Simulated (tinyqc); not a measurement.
What each input does: propagation of a band-gap error through k.p and effective-mass formulas.

Chain, for a gap E (the reference Eg or another value), with Ep and Dso kept: 1/me = 1 + Ep (E + 2 Dso/3)/(E (E + Dso)); g* = 2 - 2 Ep Dso/(3 E (E + Dso)); g1(E) = g1 + (Ep/3)(1/E - 1/Eg), g2(E) = g2 + (Ep/6)(1/E - 1/Eg), light hole 1/(g1 + 2 g2), heavy hole 1/(g1 - 2 g2) along [100]; optical constant ei(E) = 1 + (ei - 1)(EP/(EP + E - Eg))^2, static e0(E) = ei(E) + e0 - ei.

Donor: R = Ry me/e0^2, a_B = a0 e0/me, Mott density (0.26/a_B)^3. Nc, Nv = 2 (m kT/(4 pi c))^(3/2), c = hbar^2/2m0, ni = sqrt(Nc Nv) exp(-E/2kT). Exciton: Ry mu/e0^2 with 1/mu = 1/me + g1(E). 1 angstrom^-3 = 1e24 cm^-3.

Constants: Ry = 13.60569312 eV; a0 (Bohr radius) = 0.5291772105 angstrom; kB = 8.617333262e-05 eV/K; hbar^2/2m0 = 3.80998211 eV angstrom^2.

Inputs chosen for the exercise (reference values near those of GaSb, gap at low temperature; the results hold for these values, not for the real material): Eg = 0.804 eV (gap at Gamma to the s-like level); Dso = 0.757 eV (spin-orbit splitting); Ep = 26.7 eV (Kane energy); g1 = 13.34 (Luttinger gamma1); g2 = 4.7 (gamma2); e0 = 15.87 (static dielectric constant); ei = 14.26 (optical dielectric constant); EP = 4.03 eV (mean (Penn) gap); mh = 0.44 m0 (density-of-states mass of the holes); T = 400 K (temperature); Eg2 = 0.442 eV (a wrong gap).

All at E = Eg2.

One parameter was then changed.

Results before and after:
```
case     me (m0)  light hole (m0)     e0  donor (meV)  exciton (meV)  log10 ni
base      0.0205           0.0245  18.62        0.806          0.552    15.269
changed   0.0205           0.0245  18.62        0.806          0.552    15.242
```

Which of these changes was made? (a) ei = 13.119; (b) T = 432 K; (c) Dso = 0.818 eV; (d) Ep = 28.836 eV; (e) Eg2 = 0.477 eV; (f) mh = 0.405 m0; (g) g1 = 14.407; (h) EP = 3.708 eV.

Answer: (f) mh = 0.405 m0. Of the candidates, run in turn, only this one gives the changed row.

All candidates:
```
case            me (m0)  light hole (m0)     e0  donor (meV)  exciton (meV)  log10 ni
base             0.0205           0.0245  18.62        0.806          0.552    15.269
Eg2 = 0.477 eV   0.0220           0.0264  18.32        0.891          0.610    15.071
Dso = 0.818 eV   0.0207           0.0245  18.62        0.812          0.555    15.272
Ep = 28.836 eV   0.0190           0.0236  18.62        0.748          0.519    15.245
g1 = 14.407      0.0205           0.0238  18.62        0.806          0.544    15.269
EP = 3.708 eV    0.0205           0.0245  18.89        0.783          0.536    15.269
ei = 13.119      0.0205           0.0245  18.38        0.827          0.566    15.269
mh = 0.405 m0    0.0205           0.0245  18.62        0.806          0.552    15.242
T = 432 K        0.0205           0.0245  18.62        0.806          0.552    15.526
```

Run: tinyqc, `OMP_NUM_THREADS=1 python tinyqc.py 1850583 1850584 out.jsonl`; Intel(R) Xeon(R) Processor @ 2.30GHz, one thread, shared host; about 0.01 s of CPU time with all checks.
